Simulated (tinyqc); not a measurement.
From results back to parameters: two-level Kane dispersion of a narrow-gap semiconductor. Two cases, with inputs chosen for the exercise.

Problem. In the two-level Kane model E = Eg/2 + sqrt(Eg^2/4 + (2/3) Ep c k^2), c = hbar^2/2m0, and the momentum mass is m(k) = (3/(2 Ep)) sqrt(Eg^2 + (8/3) Ep c k^2). It is given at the Fermi wave vectors kF = (3 pi^2 n)^(1/3) of two densities (1 cm^-3 = 1e-24 angstrom^-3).

Constants: hbar^2/2m0 = 3.80998211 eV angstrom^2.

Case 1.

Values chosen (out of a larger set: near those of GaSb; not measured data): n12 = (1.9e+15, 8e+17) cm^-3 (two densities).

masses at the two densities (m0): 0.04552562  0.05252110

Case 2.

Values chosen (out of a larger set: a narrow-gap II-VI alloy; not measured data): n12 = (2.7e+15, 2.9e+17) cm^-3 (two densities).

masses at the two densities (m0): 0.01942844  0.02927658

Find: kF^2; Ep; edge mass; |Eg|.

Solution. m^2 = m0*^2 + (6 c/Ep) kF^2 is a straight line in kF^2: the slope gives Ep, the intercept the edge mass, and |Eg| = (2/3) Ep m0*. The sign of Eg does not enter. The two-level form takes Dso as infinite, which overstates the mass where Dso is not large against Eg.

Case 1.

kF^2 (1/angstrom^2): 1.4682e-05  0.00082478

Ep = 27.0 eV
edge mass = 0.04539 m0
|Eg| = 0.817 eV

Case 2.

kF^2 (1/angstrom^2): 1.8558e-05  0.00041932

Ep = 19.1 eV
edge mass = 0.01885 m0
|Eg| = 0.240 eV

Computed by tinyqc, one run a case: `OMP_NUM_THREADS=1 python tinyqc.py N N+1 out.jsonl` with N = 1051204, 1051214; one thread of a shared Intel(R) Xeon(R) Processor @ 2.30GHz, about 0.01 s a run at most.
